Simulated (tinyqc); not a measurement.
Cahn-Hilliard equation on a periodic one-dimensional grid: one step, computed by the program tinyqc.

Free energy F = h sum_j [A (c_j^2 - 1)^2/4 + (kappa/2) ((c_(j+1) - c_j)/h)^2]; dc/dt = Lap(mu), mu = A (c^3 - c) - kappa Lap(c), Lap(y)_j = (y_(j+1) - 2 y_j + y_(j-1))/h^2, mobility 1; the grid has n = 16 points.

Task: The first step. Start: c_j = c0 + amplitude x (z_j - mean of z). c(new) = c + dt Lap(mu).

Inputs (values chosen for the exercise, in reduced units):
```
quantity                    value  unit
spacing h                    0.92     -
well depth A                 0.71     -
gradient coefficient kappa   0.53     -
mean composition c0         -0.23     -
noise amplitude              0.05     -
time step dt                0.064     -
```

Scheme: explicit Euler.

random numbers: -0.782  0.373  0.695  -0.357  -0.186  -0.943  -0.892  0.854  -0.378  0.107  -0.388  -0.261  -0.957  0.880  0.700  0.255

Give: c at the start; mu at the start; c after one step; F at the start; F after one step.

Result:

c at the start: -0.26510  -0.20735  -0.19125  -0.24385  -0.23530  -0.27315  -0.27060  -0.18330  -0.24490  -0.22065  -0.24540  -0.23905  -0.27385  -0.18200  -0.19100  -0.21325

mu at the start: 0.1064  0.1670  0.1738  0.1245  0.1869  0.1542  0.1250  0.2190  0.1097  0.1797  0.1443  0.1858  0.1005  0.1881  0.1390  0.1631

c after one step: -0.2562  -0.2114  -0.1955  -0.2354  -0.2425  -0.2729  -0.2613  -0.1987  -0.2313  -0.2286  -0.2396  -0.2486  -0.2608  -0.1923  -0.1855  -0.2194

F at the start = 2.349

F after one step = 2.346
